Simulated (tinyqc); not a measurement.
Worked calculation: Debye-Callaway model of lattice thermal conductivity. Computed by tinyqc, a small Python program that keeps every step. Command: `OMP_NUM_THREADS=1 python tinyqc.py 3023311 3023312 out.jsonl callaway walk`. One thread of a shared host (Intel(R) Xeon(R) Processor @ 2.30GHz), about 0.01 s of CPU time with the checks. Intermediate numbers are printed to about 6 digits and carried at full precision; extremes and crossings named in words are read from the listed rows.

Three acoustic branches with one velocity v, cut at omega_D = k_B Theta/hbar; x = hbar omega/(k_B T). v and Theta are separate inputs: Theta cuts off the heat-carrying modes, so C need not reach 3 k_B/V. gamma is an effective value that sets the umklapp rate.

Inputs (values chosen for the exercise, for a model crystal): sound velocity v = 5630 m/s; Debye temperature Theta = 443 K; volume per atom V = 17.9 angstrom^3; mean atomic mass M = 67.1 u; effective Grueneisen parameter gamma = 1.03; umklapp exponent divisor b = 2.5; vacancy fraction n_v = 7.2e-05; Casimir length L = 440 micrometre; temperature T = 300 K; probe frequency omega/omega_D = 0.45.

Sample: crystal. Point defects: vacancies. Normal processes: left out.

Constants: k_B = 1.380649e-23 J/K; hbar = 1.054571817e-34 J s; u = 1.6605390666e-27 kg.

## Mass-fluctuation parameter

A vacancy counts as a mass defect Delta M/M = -3 (the missing mass and twice its bonds), so Gamma = 9 n_v. A = V Gamma/(4 pi v^3).

Gamma = 6.48e-04

Rayleigh coefficient A = 5.17241e-45 s^3

## Scattering rates at one frequency

Rates: point defects A omega^4; umklapp B omega^2 T exp(-Theta/(b T)) with B = hbar gamma^2/(M v^2 Theta). Boundaries: v/L. The resistive time is tau_R = 1/(boundary + point-defect + umklapp rates), and the free path is v tau_R.

omega = 2.60990e+13 rad/s

Rates:
```
process         rate (1/s)  rate x tau_R
boundaries     1.27955e+07    0.00121776
point defects  2.39986e+09      0.228397
umklapp        8.09475e+09      0.770385
```

tau_R = 9.51710e-11 s

free path = 535.813 nm

The strongest resistive process at this frequency: umklapp, 77 % of the resistive rate.

## The integrand on a coarse grid

x runs in ten equal steps to min(Theta/T, 12); g = x^4 e^x/(e^x - 1)^2; tau_C is the inverse of all rates summed; the last column is c tau_C g with c = (k_B/(2 pi^2 v)) (k_B T/hbar)^3.

Integrand:
```
x              g    tau_C (s)  c tau_C g (W/(m K))
0.14767  0.02177  2.39012e-09              391.585
0.29533  0.08659  5.86374e-10              382.187
0.44300  0.19307  2.44828e-10              355.801
0.59067  0.33892  1.26472e-10              322.642
0.73833  0.52103  7.31846e-11              287.022
0.88600  0.73560  4.54789e-11              251.815
1.03367  0.97821  2.97161e-11              218.803
1.18133  1.24398  2.01744e-11              188.905
1.32900  1.52772  1.41264e-11              162.444
1.47667  1.82404  1.01511e-11              139.373
```

The integrand is largest at the lowest frequency shown, whose long lifetime outweighs its small heat capacity.

## Thermal conductivity

kappa_1 = c int tau_C g dx, g = x^4 e^x/(e^x - 1)^2, c = (k_B/(2 pi^2 v)) (k_B T/hbar)^3, over 0 < x < min(Theta/T, 40), by 96 Gauss-Legendre points in s with x = x_max s^2; tau_C = tau_R, the inverse of the summed rates, and kappa = kappa_1. Heat capacity C = 3 c int g dx / v^2; grey free path 3 kappa/(C v); the median free path v tau_C halves kappa_1 when the quadrature points are ordered by free path (each counted at half its weight, interpolated in the logarithm); likewise at 10 % and 90 %.

kappa_1 = 405.176 W/(m K)

kappa = 405.176 W/(m K)

heat capacity C = 687361 J/(m^3 K)

grey free path = 314.103 nm

median free path = 757.003 nm

free path at 10 % of kappa_1 = 102.502 nm

free path at 90 % of kappa_1 = 15920.8 nm

The median free path is 2.4 times the grey one: a small share of the heat capacity, at low frequency, carries much of the heat. The middle 80 % of kappa_1 spans a factor 160 in free path.

## Leaving out one process at a time

The formulas are those given above.

Conductivity at T:
```
case                   kappa (W/(m K))  ratio to all
all processes                  405.176             1
without point defects          555.042       1.36988
without boundaries             421.654       1.04067
without umklapp                3306.20       8.15991
```

Removing umklapp raises kappa most, by a factor 8.16; removing boundaries gives only 1.04.

## Conductivity against temperature

The boundary limit is C v^2/(3 x boundary rate), with C = 3 c int g dx / v^2.

Kappa (W/(m K)):
```
T (K)  all processes  without point defects  boundary limit
4.4          45.7107                48.2100         48.2100
8.9          276.242                398.978         398.978
16           807.750                2317.74         2318.14
27           1491.75                10402.7         11136.6
44           1996.90                14765.0         46963.2
75           1736.78                5961.59          172959
130          1025.62                2125.75          376059
220          573.268                885.324          519847
350          341.090                445.589          583576
580          195.093                227.948          613354
```

kappa peaks among these rows at 44 K (T/Theta = 0.099) with 2000 W/(m K). The exponent d ln kappa/d ln T is 2.55 at the cold end and -1.11 at the hot end, near the 1/T law of umklapp scattering, which rules there. Point defects cost most at 44 K, a factor 7.39.

Checks made by the program: heat capacity against the Debye function (relative difference below 1e-10).
